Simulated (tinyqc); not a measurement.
Stress in a transistor channel from embedded alloy regions, liners and fins, by half-space elasticity: one step, computed by the program tinyqc. Command: `OMP_NUM_THREADS=1 python tinyqc.py 3023781 3023782 out.jsonl stressor walk`. One thread of a shared host (Intel(R) Xeon(R) Processor @ 2.30GHz), about 0.01 s of CPU time with the checks.

Plane strain in an isotropic half-space, the same constants everywhere; x along the channel from its centre, y downwards from the free surface; stress is positive in tension.

Question. Mobility change, linear estimate. d mu/mu = -(pi_L s_xx + pi_z s_yy) for the embedded regions alone; the stress across the width is left out.

Inputs (values chosen for the exercise, modelled on silicon): longitudinal piezoresistance coefficient = 70.1 1e-11/Pa; vertical piezoresistance coefficient = -1.1 1e-11/Pa.

Stressor: Si(1-x)Ge(x) source and drain.

s_xx = -4307.978 MPa

s_yy = 50.17440 MPa

Give: mobility change.

Answer.

mobility change = 302.0 %

The vertical stress supplies 0.055 of these points. Caution: at such misfit the regions may relax by dislocations, and linear elasticity is rough. Caution: beyond a few hundred MPa bulk piezoresistance coefficients no longer describe an inversion layer well.
